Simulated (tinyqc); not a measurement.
Comparisons within one model: gated graphene: carriers, quantum capacitance and optical conductivity. A value that a table varies takes the place of the one given here.

Cones E = +/- hv |k|, four flavours, D(E) = 2|E|/(pi hv^2). n = (2/pi)(kT/hv)^2 F_1(mu/kT), p = (2/pi)(kT/hv)^2 F_1(-mu/kT), in 1/angstrom^2 (1e16 for 1/cm^2); F_1(eta) = integral_0^infinity x dx/(1 + exp(x - eta)). Cq/e^2 = d(n - p)/d mu = (2 kT/(pi hv^2)) ln(2 + 2 cosh(mu/kT)).

Gate: V = mu/e + e (n - p)/Cox with Cox/e^2 = k/(4 pi e2 t), t in angstrom, e2 = e^2/(4 pi eps0); 1/(eV angstrom^2) in C/e^2 equals 1602.176634 microfarad/cm^2; total 1/C = 1/Cox + 1/Cq.

Conductivity over sigma0 = e^2/(4 hbar): interband Re = sinh(E/2kT)/(cosh(mu/kT) + cosh(E/2kT)); intraband Re = (8 kT/pi) ln(2 cosh(mu/2kT)) Gm/(E^2 + Gm^2). A free sheet absorbs about pi alpha_f Re(sigma/sigma0), alpha_f the fine-structure constant (alpha among the constants).

Constants: kB = 8.617333262e-05 eV/K; e^2/(4 pi eps0) = 14.39964547 eV angstrom; fine-structure constant alpha = 0.007297352564.

Inputs chosen for the exercise (Fermi velocity near that of graphene, gate dielectric near SiO2; not measured data): hv = 6.13 eV angstrom (hbar vF); T = 400 K; k = 3.88 (dielectric constant of the gate layer); t = 10 nm (its thickness); Gm = 5 meV (intraband damping); V = -0.54 V (gate voltage from the neutrality point).

## Gate sweep

Results:

| V (V) | mu (eV) | n - p (1/cm^2) | n + p (1/cm^2) | Cq (microfarad/cm^2) | C/Cox | Cox V/e (1/cm^2) |
|---|---|---|---|---|---|---|
| 0 | 0.0000 | 0 | 3.31e+11 | 1.30 | 0.791 | 0 |
| 0.016 | 0.0033 | 2.71e+10 | 3.32e+11 | 1.30 | 0.791 | 3.43e+10 |
| 0.043 | 0.0090 | 7.30e+10 | 3.38e+11 | 1.31 | 0.793 | 9.22e+10 |
| 0.11 | 0.0226 | 1.87e+11 | 3.74e+11 | 1.40 | 0.802 | 2.36e+11 |
| 0.22 | 0.0430 | 3.80e+11 | 4.88e+11 | 1.64 | 0.827 | 4.72e+11 |
| 0.38 | 0.0680 | 6.69e+11 | 7.23e+11 | 2.09 | 0.859 | 8.15e+11 |
| 0.54 | 0.0887 | 9.68e+11 | 9.98e+11 | 2.55 | 0.881 | 1.16e+12 |
| 0.81 | 0.1174 | 1.49e+12 | 1.50e+12 | 3.25 | 0.904 | 1.74e+12 |
| 1.2 | 0.1507 | 2.25e+12 | 2.25e+12 | 4.11 | 0.923 | 2.57e+12 |

What can be read from the table?

At neutrality n + p = 3.31e+11 1/cm^2 of thermal carriers remain and C/Cox = 0.791; at the last row C/Cox = 0.923 and the plain capacitor rule overstates n - p by 14.4 %. Between the last two rows mu goes as V^0.64; for |mu| well above kT the limits are 1/2 where Cox is small against Cq and 1 where it is large.

## Absorption spectrum

mu = -0.08871 eV

Results:

| E (eV) | interband | intraband | absorption (%) |
|---|---|---|---|
| 0.018 | 0.0346 | 1.7107 | 4.001 |
| 0.035 | 0.0686 | 0.4776 | 1.252 |
| 0.062 | 0.1278 | 0.1543 | 0.647 |
| 0.089 | 0.1966 | 0.0751 | 0.623 |
| 0.124 | 0.3029 | 0.0388 | 0.783 |
| 0.151 | 0.3969 | 0.0262 | 0.970 |
| 0.177 | 0.4926 | 0.0190 | 1.173 |
| 0.204 | 0.5912 | 0.0143 | 1.388 |
| 0.231 | 0.6824 | 0.0112 | 1.590 |
| 0.284 | 0.8231 | 0.0074 | 1.904 |
| 0.355 | 0.9288 | 0.0047 | 2.140 |
| 0.532 | 0.9942 | 0.0021 | 2.284 |

What does this show?

The edge lies at 2|mu| = 0.177 eV and, for |mu| above about 3 kT (here 2.6), rises from 10 % to 90 % over about 8.8 kT = 0.303 eV. The absorption is lowest, 0.623 %, at 0.089 eV of those listed, between the Drude tail and the edge; at the last row it is 2.284 % against pi alpha_f = 2.293 %. The thin-sheet formula fails where the absorption is large, and trigonal warping matters above about 1.5 eV.

## What moves the Fermi level

All results formed anew. Each row changes one parameter from the base and keeps the others.

Results:

| case | mu (eV) | n - p (1/cm^2) | C/Cox |
|---|---|---|---|
| base | -0.0887 | -9.677e+11 | 0.8811 |
| V = -0.702 V | -0.1066 | -1.277e+12 | 0.8966 |
| t = 7 nm | -0.1090 | -1.320e+12 | 0.8608 |
| k = 4.66 | -0.0988 | -1.136e+12 | 0.8710 |
| hv = 6.74 eV angstrom | -0.0992 | -9.451e+11 | 0.8706 |
| T = 500 K | -0.0812 | -9.838e+11 | 0.8806 |

What can be read from the table?

The largest shifts from the base row, up to three for each result and ties (the steps differ in size, so this ranks the rows, not the parameters). mu (eV): t -0.0203, V -0.0179, hv -0.0105. n - p (1/cm^2): t -3.53e+11, V -3.09e+11, k -1.68e+11. C/Cox: t -0.0203, V +0.0155, hv -0.0104.

(tinyqc, `OMP_NUM_THREADS=1 python tinyqc.py 1650001 1650002 out.jsonl`, Intel(R) Xeon(R) Processor @ 2.30GHz, 1 thread, shared host, about 0.01 s.)
